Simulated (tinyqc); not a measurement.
Dead time and true rate from two light levels.

Problem. A non-paralysable detector measures m = n/(1 + n td); dark counts are negligible. Find td and the true rate at the lower flux.

measured rates at a photon flux and at four times that flux (1/s): [1.2121212e7, 2.8070175e7]

Answer. 1/m = 1/n + td, so the difference of the inverse rates is 3/(4 n).

td = 20.00 ns
n = 1.600e7 1/s

Program tinyqc, `OMP_NUM_THREADS=1 python tinyqc.py 2630055 2630056 out.jsonl`; Intel Xeon 2.30GHz, shared host, one thread, about 0.01 s.
